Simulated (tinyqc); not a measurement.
Carrier lifetime of an n-type layer with SRH, radiative, Auger and surface recombination: two steps of the calculation.

Uniform excess density dn = dp (no trapping), n = n0 + dn, p = p0 + dn, Boltzmann statistics, full ionisation. Surfaces enter as a rate 2 S dn/d, which holds while diffusion to them is fast.

Parameters, values chosen for the exercise; band and dielectric values close to those of silicon: temperature T = 300 K; band gap Eg = 1.12 eV; conduction-band density of states at T Nc = 2.8e19 cm^-3; valence-band density of states at T Nv = 2.61e19 cm^-3; radiative coefficient B = 4.76e-15 cm^3/s; donor density N = 2.1e15 cm^-3; Auger coefficient (two electrons) Cn = 2.8e-31 cm^6/s; Auger coefficient (two holes) Cp = 9.5e-32 cm^6/s; trap density Nt = 5.7e13 cm^-3; capture cross-section for electrons sn = 1e-17 cm^2; capture cross-section for holes sp = 1e-15 cm^2; thermal velocity (both carriers) vth = 2.5e7 cm/s; trap level below the conduction band Et = 0.88 eV; surface recombination velocity (both faces) S = 1000 cm/s; sample thickness d = 3 um.

Constants: q = 1.602176634e-19 C, kB = 1.380649e-23 J/K, Vt = kB T/q. Results are converted to the units shown.

Question 1. Equilibrium densities and SRH constants. ni = sqrt(Nc Nv) exp(-Eg/(2 Vt)), Eg in volts; majority density N/2 + sqrt(N^2/4 + ni^2), n0 p0 = ni^2; n1 = Nc exp(-Et/Vt), p1 = Nv exp((Et - Eg)/Vt); tn0 = 1/(sn vth Nt), tp0 = 1/(sp vth Nt).

Wanted: ni; n0; p0; n1; p1; tn0; tp0.

Answer 1.

ni = 1.058e10 cm^-3
n0 = 2.100e15 cm^-3
p0 = 5.326e4 cm^-3
n1 = 4.611e4 cm^-3
p1 = 2.426e15 cm^-3
tn0 = 7.018e-5 s
tp0 = 7.018e-7 s

Question 2. Lifetime, shares and quasi-Fermi splitting. With e = n p - ni^2 = dn (n0 + p0 + dn): U_SRH = e/(tp0 (n + n1) + tn0 (p + p1)), U_rad = B e, U_Aug = (Cn n + Cp p) e, U_s = 2 S dn/d. tau = dn/U, shares of U, splitting Vt ln(n p/ni^2), radiative efficiency U_rad/U.

converged dn = 9.5740087e16 cm^-3
ni = 1.0575802e10 cm^-3
n0 = 2.1000000e15 cm^-3
p0 = 53260.759 cm^-3
n1 = 46111.440 cm^-3
p1 = 2.4255932e15 cm^-3
tn0 = 7.0175439e-5 s
tp0 = 7.0175439e-7 s

Find: tau; shares; quasi-Fermi splitting.

Answer 2.

tau = 1.496e-7 s
shares (%): SRH 0.21, radiative 0.01, Auger 0.05, surface 99.73
quasi-Fermi splitting = 0.8288 V

Surface recombination takes the largest share. dn is 46 times the doping: high injection.

Numbers from tinyqc (`OMP_NUM_THREADS=1 python tinyqc.py 2300105 2300106 out.jsonl`; about 0.01 s on one thread of a shared Intel Xeon 2.30GHz).
